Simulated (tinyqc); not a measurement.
Threshold-voltage variability of a planar MOSFET, analytic estimates: one step of the calculation.

Three independent sources add in quadrature: random dopants in the depleted layer, metal-gate grains of two orientations, and roughness of the two gate edges acting through the roll-off VT = VT(long) - Vr exp(-L/l). These are first-order estimates: no three-dimensional electrostatics, no percolation.

Task. Metal grains and edge roughness. Grains: Ng = L W/G^2 (at least 1), s2 = dW sqrt(p (1 - p)/Ng). Edges, with exponential correlation and u = W/La: the mean gate length has sL^2 = 2 De^2 (2/u)[1 - (1 - exp(-u))/u]; s3 = sL (Vr/l) exp(-L/l).

Inputs (values chosen for the exercise); material values close to those of silicon:

| symbol | value | unit | meaning |
|---|---|---|---|
| L | 16 | nm | gate length |
| W | 67 | nm | gate width |
| G | 4 | nm | metal grain size |
| dW | 0.2 | eV | work-function difference of the two grain orientations |
| p | 0.4 |  | share of the orientation of higher work function |
| De | 0.7 | nm | rms roughness of one gate edge |
| La | 15 | nm | correlation length of the roughness |
| l | 4.1 | nm | decay length of the threshold roll-off |
| Vr | 1.4 | V | prefactor of the roll-off |

Find: Ng; s2; sL; dVT/dL; s3.

Result.

Ng = 67.000
s2 = 11.970 mV
sL = 0.58455 nm
dVT/dL = 6.8950 mV/nm
s3 = 4.0305 mV

Numbers from tinyqc (`OMP_NUM_THREADS=1 python tinyqc.py 2090019 2090020 out.jsonl`; about 0.01 s on one thread of a shared Intel Xeon 2.30GHz).
